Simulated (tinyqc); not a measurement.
# From one set of inputs to another, one input at a time

Model: microkinetic model of a Langmuir-Hinshelwood surface reaction A + (1/2) B2 = AB with Bronsted-Evans-Polanyi barriers. Computed by tinyqc, a small Python program. Command: `OMP_NUM_THREADS=1 python tinyqc.py 3015642 3015643 out.jsonl microkin ladder`. One thread of a shared host (Intel(R) Xeon(R) Processor @ 2.30GHz), about 0.01 s of CPU time with the checks.

A adsorbs in equilibrium; B2 dissociates irreversibly on two free sites; adsorbed A and B react irreversibly and AB leaves at once. theta_A + theta_B + theta_* = 1.

The inputs printed are set A. Inputs not listed in the table keep their values of set A, so the rows need not describe a real material.

Inputs (values chosen for the exercise, for a model catalyst): adsorption energy of A, E_A = -0.704 eV; adsorption energy per B atom, E_B = -0.857 eV; entropy loss of A, S_A = 1.8 meV/K; entropy loss of B2, S_B = 1.6 meV/K; slope a1 of the dissociation barrier = 0.64; intercept b1 = 1.4 eV; slope a2 of the reaction barrier = 0.28; intercept b2 = 0.27 eV; pressure p_A = 0.92 bar; pressure p_B = 0.3 bar; temperature T = 500 K.

Constants: k_B = 8.617333262e-05 eV/K; hbar = 6.582119569e-16 eV s.

Method. K_A = exp(-(E_A + T S_A)/(k_B T)) per bar; barriers E1 = max(b1 + a1 2 E_B, 0), E2 = b2 - a2 (E_A + E_B); k1 = (k_B T/h) exp(-S_B/k_B) exp(-E1/(k_B T)) per bar, k2 = (k_B T/h) exp(-E2/(k_B T)), h = 2 pi hbar. theta_A = K_A p_A theta_*; 2 k1 p_B theta_*^2 = k2 theta_A theta_B, so theta_B = w theta_* with w = 2 k1 p_B/(k2 K_A p_A); theta_* = 1/(1 + K_A p_A + w); rate r = k2 theta_A theta_B.

Each row keeps all changes above it:
```
input moved                               from      to  rate r (1/s per site)     theta_*     theta_A
set A                                        -       -             4.6130e+01  9.8423e-01  9.5783e-03
intercept b1 (eV)                          1.4     1.2             1.7872e+03  6.0150e-01  5.8537e-03
temperature T (K)                          500     525             1.9342e+03  5.7687e-01  2.5785e-03
adsorption energy per B atom, E_B (eV)  -0.857  -0.575             1.9741e+00  9.9551e-01  4.4497e-03
adsorption energy of A, E_A (eV)        -0.704    -1.2             2.9687e-05  3.8605e-03  9.9614e-01
intercept b2 (eV)                         0.27    0.39             2.9687e-05  3.8605e-03  9.9614e-01
pressure p_B (bar)                         0.3    0.24             2.3750e-05  3.8605e-03  9.9614e-01
entropy loss of A, S_A (meV/K)             1.8     1.5             2.2649e-08  1.1922e-04  9.9988e-01
```

Rate r goes from 46.1 to 2.26e-8, a factor 4.91e-10 in all. The largest single move comes from adsorption energy of A, E_A (a factor 1.50e-5), and intercept b1 works against it (a factor 38.7). theta_* goes from 0.984 to 1.19e-4, a factor 1.21e-4 in all. The largest single move comes from adsorption energy of A, E_A (a factor 0.00388). theta_A goes from 0.00958 to 1.000, a factor 104 in all. The largest single move comes from adsorption energy of A, E_A (a factor 224), and temperature T works against it (a factor 0.440). The single moves hold for this order of the switches; the total does not depend on the order.

Extremes, crossings and ranges named in words are read from the listed rows.
